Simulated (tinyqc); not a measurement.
Field emission through a triangular barrier, exact transmission by Airy functions: two steps of the calculation.

The left lead has its band edge at 0; for x > 0 the edge falls without end, U(x) = U0 - F x, with mass m1. No transverse momentum; C = hbar^2/(2 m0); psi and psi'/m are continuous at x = 0. The outgoing solution is Bi(z) + i Ai(z).

Inputs (values chosen for the exercise); U0 - E and the mass are of the order of those of silicon nitride on silicon:
- mL = 0.37 m0 (mass in the left lead)
- U0 = 2.43 eV (barrier edge at x = 0)
- m1 = 0.48 m0 (mass in the barrier)
- E = 0.41 eV (electron energy)
- F = 1.1 V/nm (field in the barrier)

Constants: q = 1.602176634e-19 C, hbar = 1.054571817e-34 J s, m0 = 9.1093837015e-31 kg, hbar^2/(2 m0) = 0.0380998212 eV nm^2. Results are converted to the units shown.

Task 1. Scaled variables. Energy scale e = (C F^2/m1)^(1/3), z(x) = (U(x) - E)/e, s = (dz/dx)/m1 = -F/(e m1); v = k/m in a lead. vL = sqrt(mL E/C)/mL.

Find: e; z(0); s; vL; turning point (U0 - E)/F.

Result 1.

e = 0.4580 eV
z(0) = 4.411
s = -5.004 1/nm
vL = 5.393 1/nm
turning point (U0 - E)/F = 1.836 nm

Task 2. Transmission, exact and WKB. With the Airy functions at z = z(0): g = s (Bi' + i Ai')/(Bi + i Ai), r = (i vL - g)/(i vL + g), T(E) = 1 - |r|^2 = 4 vL Im(g)/|i vL + g|^2, vL = sqrt(mL E/C)/mL. Im(g) = -s/(pi (Ai^2 + Bi^2)) by the Wronskian. WKB: exp(-S), S = (4/(3 F)) sqrt(m1/C) [max(U0 - E, 0)^1.5].

Airy functions: Ai 4.0045160e-4, Ai' -8.6240227e-4, Bi 189.59871, Bi' 386.56239
s = -5.0041359 1/nm
vL = 5.3929898 1/nm

Find: Re g; Im g; T(E); exp(-S).

Result 2.

Re g = -10.20 1/nm
Im g = 4.431e-5 1/nm
T(E) = 7.177e-6
exp(-S) = 4.322e-6

Range of the model: Masses are held fixed, although real bands cease to be parabolic a few tenths of an eV from their edges. The field of 11.0 MV/cm is more than most dielectrics sustain; the model ignores breakdown.

Program tinyqc, `OMP_NUM_THREADS=1 python tinyqc.py 2580042 2580043 out.jsonl`; Intel Xeon 2.30GHz, shared host, one thread, about 0.01 s.
